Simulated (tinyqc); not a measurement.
Square-lattice Ising model by mean field, Bethe lattice, transfer matrix, exact enumeration and Monte Carlo steps: one step, computed by the program tinyqc. Command: `OMP_NUM_THREADS=1 python tinyqc.py 3012713 3012714 out.jsonl ising walk`. One thread of a shared host (Intel(R) Xeon(R) Processor @ 2.30GHz), about 0.01 s of CPU time with the checks.

H = -J sum over nearest pairs s_i s_j, s = +-1, no field, periodic boundaries; energies per site are in J. As a lattice gas or an alloy, s marks which species holds the site.

Question. Three theories of the infinite lattice. K = J/(k_B T). Mean field: m = tanh(4 K m), u = -2 m^2. Bethe: cavity field h = 3 artanh(tanh K tanh h), m = tanh(4h/3), u = -2 (tanh K + tanh^2 h)/(1 + tanh K tanh^2 h). Exact: m = [1 - sinh(2K)^(-4)]^(1/8) below T_c; u = -coth(2K) [1 + (2/pi)(2 tanh^2(2K) - 1) K1(k)], k = 2 sinh(2K)/cosh^2(2K), K1 the complete elliptic integral of the first kind. The largest root is taken.

Inputs (values chosen for the exercise, for a model lattice): temperature T = 1630 K.

K = 0.2242591

Give: m, mean field; u, mean field; cavity field h; m, Bethe; u, Bethe; m, exact; u, exact.

Answer.

m, mean field = 0

u, mean field = 0

cavity field h = 0

m, Bethe = 0

u, Bethe = -0.44115

m, exact = 0

u, exact = -0.48899

Against the exact energy mean field misses by +0.489 J and Bethe by +0.048 J. Mean field has no short-range order, so its energy is zero above its T_c.
